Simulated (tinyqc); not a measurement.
## Threshold and carrier lifetime from two turn-on delays

Question. With a constant carrier lifetime tau, a current step from 0 to I reaches threshold after td = tau ln(I/(I - Ith)). Find Ith and tau.

turn-on delay for steps from 0 to 3.5 and to 7.1 mA (ns): 4.6298112  1.6501291

Solution. The ratio of the delays holds no tau and rises steadily with Ith, so it has one root below the smaller current.

Ith = 2.40 mA
tau = 4.00 ns

tinyqc, about 0.01 s, one thread, Intel Xeon 2.30GHz (shared host): `OMP_NUM_THREADS=1 python tinyqc.py 2840023 2840024 out.jsonl`
